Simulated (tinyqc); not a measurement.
Inside a calculation: optical gain and spontaneous emission in a bulk direct-gap semiconductor. Values are carried at full precision from step to step, so a last printed digit may differ when a step is redone from the rounded ones.

F_j(eta) = (1/Gamma(j + 1)) integral_0^infinity x^j dx/(1 + exp(x - eta)), which tends to exp(eta) for eta << 0.

Quasi-Fermi levels: n = Nc F_1/2(Fc/kT) and p = Nv F_1/2(Fv/kT), Fc counted up from the conduction edge and Fv down from the valence edge; Nc, Nv from N = 2 (m kB T/(4 pi c))^(3/2) with c = hbar^2/2m0, in 1/angstrom^3; times 1e24 for 1/cm^3, with me and (mhh^(3/2) + mlh^(3/2))^(2/3).

Constants: hbar^2/2m0 = 3.80998211 eV angstrom^2; kB = 8.617333262e-05 eV/K; fine-structure constant alpha = 0.007297352564; hbar = 6.58211957e-16 eV s; hbar c = 1973.269805 eV angstrom.

Values chosen for the exercise (near those of GaN; shifted at random, so the results belong to these values and not to a real crystal):
- me = 0.2047 m0 (electron mass)
- mhh = 1.362 m0 (heavy-hole mass)
- mlh = 0.2994 m0 (light-hole mass)
- n = 7.2e+18 1/cm^3 (injected density, n = p)
- T = 250 K
- Eg = 3.449 eV (direct gap)
- Ep = 17.2 eV (Kane energy)
- nr = 2.61 (refractive index)
- E = 3.528 eV (photon energy)

## Quasi-Fermi levels

Solve for Fc and Fv.

kT = 0.021543 eV
Nc = 1.768e+18 1/cm^3
Nv = 3.347e+19 1/cm^3
Fc = 0.0597 eV
Fv = -0.0315 eV
Fc + Fv = 0.0282 eV

The separation of the quasi-Fermi levels exceeds the gap, so photons between Eg and Eg + (Fc + Fv) see gain. The quasi-Fermi level of the electrons lies inside the band, that of the holes in the gap.

## Absorption of the empty crystal

Parabolic bands, vertical transitions, no excitons. For each hole band j: mr = me mj/(me + mj); joint density of states J_j(E) = (mr/c)^(3/2) sqrt(E - Eg)/(2 pi^2), both spins, c = hbar^2/2m0; averaged matrix element |e.p|^2 = m0 Ep/6; alpha_j(E) = 4 pi^2 alpha_f c Ep J_j/(3 nr E) in 1/angstrom (alpha_f the fine-structure constant, listed as alpha among the constants), times 1e8 for 1/cm.

Evaluate at E for heavy and light holes.

mr, J and alpha of each hole band:

| hole | mr (m0) | J (1/(eV angstrom^3)) | alpha (1/cm) |
|---|---|---|---|
| heavy | 0.17795 | 0.0001437 | 9823.1 |
| light | 0.12158 | 8.117e-05 | 5547.1 |

The heavy-hole band gives 64 % of the total, 15370 1/cm.

## Occupations and gain at E

For band j the electron sits at Ee = (E - Eg) mr/me above its edge and the hole at Eh = (E - Eg) mr/mj; fe = 1/(1 + exp((Ee - Fc)/kT)), fh = 1/(1 + exp((Eh - Fv)/kT)); gain g = sum_j alpha_j (fe + fh - 1).

Use mr and alpha from the table.

Energies, occupations and gain of each hole band:

| hole | Ee (eV) | Eh (eV) | fe | fh | g (1/cm) |
|---|---|---|---|---|---|
| heavy | 0.0687 | 0.0103 | 0.397 | 0.126 | -4687 |
| light | 0.0469 | 0.0321 | 0.644 | 0.050 | -1699 |

total gain = -6385 1/cm

E - Eg = 0.0790 eV is above Fc + Fv = 0.0282 eV, so both bands give loss (Bernard-Duraffourg).

## Spontaneous emission

Spontaneous rate: R = integral of (nr E/(hbar c))^2/(pi^2 hbar) sum_j alpha_j fe fh dE, with alpha in 1/cm and (nr E/(hbar c))^2 in 1/cm^2 (1e16 per 1/angstrom^2); B = R/(n p); lifetime n/R.

Integrate over photon energy.

R = 3.23e+27 1/(cm^3 s)
B = 6.24e-11 cm^3/s
radiative lifetime = 2.23 ns

## Checks

- B at n = 1e13 1/cm^3 against the van Roosbroeck-Shockley value from alpha and ni^2 (cm^3/s): both 8.57e-11.

(tinyqc, `OMP_NUM_THREADS=1 python tinyqc.py 1681379 1681380 out.jsonl`, Intel(R) Xeon(R) Processor @ 2.30GHz, 1 thread, shared host, about 0.07 s.)
